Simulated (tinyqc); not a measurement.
# Changing the temperature T

Model: growth of a silicide layer between metal and silicon: linear-parabolic kinetics, ramp anneals and Kissinger analysis. Computed by tinyqc, a small Python program. Command: `OMP_NUM_THREADS=1 python tinyqc.py 3023387 3023388 out.jsonl silicide sweep`. One thread of a shared host (Intel(R) Xeon(R) Processor @ 2.30GHz), about 0.07 s of CPU time with the checks.

One compound layer of thickness x grows by diffusion through itself and reaction at an interface, dx/dt = 1/(2x/K + 1/v), until the metal is used up at x = a h.

Inputs (values chosen for the exercise, modelled on Ni2Si):
```
quantity,value,unit
metal thickness h,53,nm
silicide formed per metal thickness a,1.47,-
prefactor of the parabolic constant K,2.6e+15,nm^2/s
activation energy E of K,1.54,eV
prefactor of the interface velocity v,4.9e+15,nm/s
activation energy E_v,1.69,eV
time t,120,s
```

Constants: k_B = 8.617333262e-05 eV/K.

Method:
- The silicide ends at the thickness a h.
- K = K0 exp(-E/(k_B T)), v = v0 exp(-E_v/(k_B T)).
- Temperatures in kelvin are T(C) + 273.15.
- x^2/K + x/v = t, so x = (K/(2v)) [sqrt(1 + 4 v^2 t/K) - 1], capped at a h; completion time t_c = (a h)^2/K + a h/v, a h being the final thickness; crossover thickness K/v.

One run for each value:
```
temperature T (C),completion time (s),thickness at time t (nm),crossover thickness (nm)
200,7.504e+04,0.57,21.01
220,1.574e+04,2.74,18.10
240,3.741e+03,9.33,15.77
280,2.905e+02,48.08,12.34
300,9.274e+01,77.91,11.06
320,3.202e+01,77.91,9.98
340,1.186e+01,77.91,9.07
360,4.681e+00,77.91,8.29
```

Give the missing row, temperature T (C) = 260.

Computed row:
```
temperature T (C)  completion time (s)  thickness at time t (nm)  crossover thickness (nm)
260                          9.927e+02                     23.27                     13.89
```

Interpolating between the two neighbouring rows (linearly) misses most in completion time (s), by 100 %. Over the rows, completion time (s) falls from 75000 to 4.68; thickness at time t (nm) rises from 0.571 to 77.9, flat over part of the range; crossover thickness (nm) falls from 21.0 to 8.29. The apparent activation energy of 1/t_c is 1.57 eV between the first rows and 1.56 eV between the last, between E and E_v.

Extremes, crossings and ranges named in words are read from the listed rows.
